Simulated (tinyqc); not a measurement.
CMOS inverter, nodal equation and switching: one step of the calculation.

An n-channel pull-down (bn, VTn) and a p-channel pull-up (bp, VTp) share the input Vin and the output node Vout, which carries the load C. Transistor (EKV form, voltages against the body): I = 2 n b Vt^2 [F(vp - Vs) - F(vp - Vd)] from drain to source, F(v) = ln^2(1 + exp(v/(2 Vt))), vp = (Vg - VT + sg |Vd - Vs|)/n. n-channel bodies are at 0; for the p-channel device all voltages are counted down from Vdd. b in uA/V^2 gives I in uA. Static: In = Ip. Transient: C dVout/dt = Ip - In. No velocity saturation, no gate capacitance beyond C.

Task. One time step of the falling output. The input steps to Vdd at t = 0; I = In - Ip. Implicit Euler: V(new) = V - (dt/C) I(V(new)), solved for V(new); 1 ps uA/fF = 1 mV.

Values chosen for this exercise: temperature T = 293 K; supply voltage Vdd = 0.9 V; slope factor n = 1.22; drain-induced barrier lowering sg = 0.042; n-channel threshold VTn = 0.42 V; p-channel threshold (magnitude) VTp = 0.25 V; gain factor of the pull-down transistor bn = 570 uA/V^2; gain factor of the pull-up transistor bp = 1100 uA/V^2; load capacitance C = 1.4 fF; time step dt = 3 ps.

Constants: q = 1.602176634e-19 C, kB = 1.380649e-23 J/K, Vt = kB T/q. Results are converted to the units shown.

Vout after step 1 = 0.76862338 V

Give: I(V); I(V(new)); Vout after step 2.

Result.

I(V) = 61.31 uA
I(V(new)) = 60.02 uA
Vout after step 2 = 0.6400 V

Computed by the program tinyqc: `OMP_NUM_THREADS=1 python tinyqc.py 2340031 2340032 out.jsonl`, one thread of a shared Intel Xeon 2.30GHz, about 0.03 s for the whole run.
